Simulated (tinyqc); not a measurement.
Capacitance of parallel on-chip lines from Laplace's equation on a mesh: two steps of the calculation.

Cross-section of an endless row of equal lines between two grounded planes; neighbours are driven in antiphase (+1 V and -1 V), so the plane midway between two lines is at 0 V. By symmetry one quarter is solved: x runs from the centre of a line (column 0, mirror) to that midplane (column 5, 0 V), y from the mid-height of the line (row 0, mirror) to the ground plane (row 4, 0 V). The line fills columns 0 to 2 and rows 0 to 1 at 1 V. Cells beside the line (below row 1) have e2, cells above have e1. Each link between nodes has the conductance g = mean permittivity of the two cells beside it (a cell beyond a mirror counts as 0), and the free nodes obey sum g (V_neighbour - V) = 0.

Values chosen for this exercise: relative permittivity above and below the lines e1 = 4.2; relative permittivity between the lines e2 = 2.4; over-relaxation factor om = 1.4.

Question 1. Link conductances. gx[j, i] joins node (row j, column i) to column i + 1, gy[j, i] to row j + 1.

Find: gx; gy.

Answer 1.

gx:
```
       col 0  col 1  col 2  col 3  col 4
row 0  1.200  1.200  1.200  1.200  1.200
row 1  3.300  3.300  3.300  3.300  3.300
row 2  4.200  4.200  4.200  4.200  4.200
row 3  4.200  4.200  4.200  4.200  4.200
row 4  2.100  2.100  2.100  2.100  2.100
```

gy:
```
       col 0  col 1  col 2  col 3  col 4  col 5
row 0  1.200  2.400  2.400  2.400  2.400  1.200
row 1  2.100  4.200  4.200  4.200  4.200  2.100
row 2  2.100  4.200  4.200  4.200  4.200  2.100
row 3  2.100  4.200  4.200  4.200  4.200  2.100
```

Question 2. Relaxation sweep. One sweep visits the free nodes row by row from row 0, left to right, and replaces V by V + om (weighted mean of the neighbours - V), using new values at once.

V at the start (V):
```
       col 0  col 1  col 2  col 3  col 4  col 5
row 0      1      1      1      0      0      0
row 1      1      1      1      0      0      0
row 2      0      0      0      0      0      0
row 3      0      0      0      0      0      0
row 4      0      0      0      0      0      0
```

gx:
```
       col 0  col 1  col 2  col 3  col 4
row 0    1.2    1.2    1.2    1.2    1.2
row 1    3.3    3.3    3.3    3.3    3.3
row 2    4.2    4.2    4.2    4.2    4.2
row 3    4.2    4.2    4.2    4.2    4.2
row 4    2.1    2.1    2.1    2.1    2.1
```

gy:
```
       col 0  col 1  col 2  col 3  col 4  col 5
row 0    1.2    2.4    2.4    2.4    2.4    1.2
row 1    2.1    4.2    4.2    4.2    4.2    2.1
row 2    2.1    4.2    4.2    4.2    4.2    2.1
row 3    2.1    4.2    4.2    4.2    4.2    2.1
```

Wanted: V after sweep 1.

Answer 2.

V after sweep 1 (V):
```
        col 0   col 1   col 2   col 3   col 4   col 5
row 0  1.0000  1.0000  1.0000  0.3500  0.1225  0.0000
row 1  1.0000  1.0000  1.0000  0.4391  0.1849  0.0000
row 2  0.3500  0.4725  0.5154  0.3341  0.1816  0.0000
row 3  0.1225  0.2082  0.2533  0.2056  0.1355  0.0000
row 4  0.0000  0.0000  0.0000  0.0000  0.0000  0.0000
```

Numbers from tinyqc (`OMP_NUM_THREADS=1 python tinyqc.py 2790181 2790182 out.jsonl`; about 0.8 s on one thread of a shared Intel Xeon 2.30GHz).
